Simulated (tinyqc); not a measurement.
From results to parameters: Luttinger model of the valence bands. Computed by the program tinyqc.

Problem. In the four-band Luttinger model 1/m = g1 -/+ 2 g2 along [100] and g1 -/+ 2 g3 along [111]. Find g1, g2, g3 and the light hole mass along [111].

heavy and light hole masses along [100] (electron masses): 0.134228  0.037864
heavy hole mass along [111] = 0.284900 electron masses

Solution. The mean of the two inverse masses along [100] is g1 and a quarter of their difference is g2; g3 = (g1 - 1/m_hh[111])/2.

g1, g2, g3: 16.9300  4.7400  6.7100
light hole mass along [111] = 0.0329 electron masses
